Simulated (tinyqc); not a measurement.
# Disorder from G

Inverse problem. A flat band at zero energy with self-consistent Born disorder has G = 1/(z - D G), z = E + i eta. Find D and the half-width 2 sqrt(D) of the broadened level.

Inputs (values chosen for the exercise):

| symbol | value | unit | meaning |
|---|---|---|---|
| eta | 0.036 | eV | bare broadening |
| E | 0.626 | eV | energy from the band centre |

G = 1.7183396-1.4811659i 1/eV

Solution. D = (z - 1/G)/G, which comes out real.

D = 0.1700 eV^2
half-width = 0.8246 eV

Computed by the program tinyqc: `OMP_NUM_THREADS=1 python tinyqc.py 2720013 2720014 out.jsonl`, one thread of a shared Intel Xeon 2.30GHz, about 0.01 s for the whole run.
